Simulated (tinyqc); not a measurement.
Worked calculation: extended Hueckel theory, for H6. Computed by tinyqc, a small Python program that keeps every step (integrals from PySCF). Settings: charge = 0, K = 1.75, weighted = 1, multiplicity = 1. Command: `OMP_NUM_THREADS=1 python tinyqc.py 29554 29555 out.jsonl` (the two numbers bound the seeds that draw the settings). One thread of a shared host (Intel(R) Xeon(R) Processor @ 2.60GHz), about 0.01 s of CPU time with the checks.

## Overlaps

Geometry (angstrom):
```
atom         x         y         z
H     0.000000  0.000000  0.000000
H     0.000000  0.000000  0.936000
H     0.000000  0.000000  1.892000
H     0.000000  0.000000  2.828000
H     0.000000  0.000000  3.784000
H     0.000000  0.000000  4.720000
```

Parameters chosen for this run:
```
element  shell  Slater exponent   H_ii (eV)
H           1s         1.300000  -13.600000
```

Slater orbitals, each expanded in six Gaussians scaled to its exponent.

overlap S:
```
          1H 1s     2H 1s     3H 1s     4H 1s     5H 1s     6H 1s
1H 1s  1.000000  0.507793  0.123098  0.023108  0.003473  0.000441
2H 1s  0.507793  1.000000  0.495409  0.123098  0.022253  0.003473
3H 1s  0.123098  0.495409  1.000000  0.507793  0.123098  0.023108
4H 1s  0.023108  0.123098  0.507793  1.000000  0.495409  0.123098
5H 1s  0.003473  0.022253  0.123098  0.495409  1.000000  0.507793
6H 1s  0.000441  0.003473  0.023108  0.123098  0.507793  1.000000
```

## Wolfsberg-Helmholz matrix

diagonal H_ii (eV): 1H 1s -13.600000, 2H 1s -13.600000, 3H 1s -13.600000, 4H 1s -13.600000, 5H 1s -13.600000, 6H 1s -13.600000

K = 1.750000

H_ij = K' S_ij (H_ii + H_jj)/2 for i != j (the diagonal keeps H_ii), with K' = K + D^2 + D^4 (1 - K), D = (H_ii - H_jj)/(H_ii + H_jj), K = 1.75.

H (eV):
```
            1H 1s       2H 1s       3H 1s       4H 1s       5H 1s       6H 1s
1H 1s  -13.600000  -12.085475   -2.929742   -0.549982   -0.082648   -0.010502
2H 1s  -12.085475  -13.600000  -11.790739   -2.929742   -0.529629   -0.082648
3H 1s   -2.929742  -11.790739  -13.600000  -12.085475   -2.929742   -0.549982
4H 1s   -0.549982   -2.929742  -12.085475  -13.600000  -11.790739   -2.929742
5H 1s   -0.082648   -0.529629   -2.929742  -11.790739  -13.600000  -12.085475
6H 1s   -0.010502   -0.082648   -0.549982   -2.929742  -12.085475  -13.600000
```

## Orbitals

valence electrons = 6

Solve H C = S C e through S^(-1/2); fill by pairs from the bottom, a degenerate level sharing its electrons equally; each orbital has its largest coefficient positive (the first on a tie).

orbital energies (eV): -18.928816  -17.409385  -14.177157  -7.596855  3.287102  18.017956

occupations: 2.000000  2.000000  2.000000  0.000000  0.000000  0.000000

coefficients:
```
            MO1        MO2        MO3        MO4        MO5        MO6
1H 1s  0.181740   0.361081   0.516380   0.630314  -0.627336   0.413978
2H 1s  0.288646   0.394254   0.179074  -0.359977   0.879907  -0.835669
3H 1s  0.349911   0.165678  -0.415923  -0.517101  -0.400014   1.086360
4H 1s  0.349911  -0.165678  -0.415923   0.517101  -0.400014  -1.086360
5H 1s  0.288646  -0.394254   0.179074   0.359977   0.879907   0.835669
6H 1s  0.181740  -0.361081   0.516380  -0.630314  -0.627336  -0.413978
```

sum of one-electron energies = -101.030717 eV

## Mulliken analysis

P = C n C^T; charge = valence electrons (H 1) minus the sum of (P S)_ii on the atom; overlap population = 2 sum P_ij S_ij between two atoms.

charges: 1H -0.119803, 2H 0.086917, 3H 0.032886, 4H 0.032886, 5H 0.086917, 6H -0.119803

Overlap populations:
```
pair      value
2-1    0.583529
3-1   -0.044984
3-2    0.181991
4-1   -0.019504
4-2   -0.019105
4-3    0.544315
5-1    0.000036
5-2   -0.003565
5-3   -0.019105
5-4    0.181991
6-1    0.000299
6-2    0.000036
6-3   -0.019504
6-4   -0.044984
6-5    0.583529
```
